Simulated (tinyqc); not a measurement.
Worked calculation: Hubbard ring of 3 sites. One step of it, computed by the program tinyqc.

Task: The many-body Hamiltonian. Basis: all placements (u, d, 2, 0 on each site), up operators ordered before down ones; hops carry the sign of the same-spin electrons passed.

one-body matrix (hopping and site energies) (eV), lower triangle:
```
           1          2         3
1   0.000000
2  -1.570000   0.000000
3  -1.570000  -1.570000  0.000000
```

U = 6.300000 eV

electrons, up and down: 2  1

Give: H.

Result:

H (eV), lower triangle:
```
         2u0      u20      uud      20u      udu      u02      duu      02u
2u0   6.3000
u20  -1.5700   6.3000
uud  -1.5700  -1.5700   0.0000
20u  -1.5700   0.0000   0.0000   6.3000
udu   0.0000  -1.5700   0.0000  -1.5700   0.0000
u02   0.0000   0.0000  -1.5700  -1.5700  -1.5700   6.3000
duu   1.5700   0.0000   0.0000  -1.5700   0.0000   0.0000   0.0000
02u   0.0000   1.5700   0.0000   0.0000  -1.5700   0.0000  -1.5700   6.3000
0u2   0.0000   0.0000   1.5700   0.0000   0.0000  -1.5700  -1.5700  -1.5700

        0u2
0u2  6.3000
```
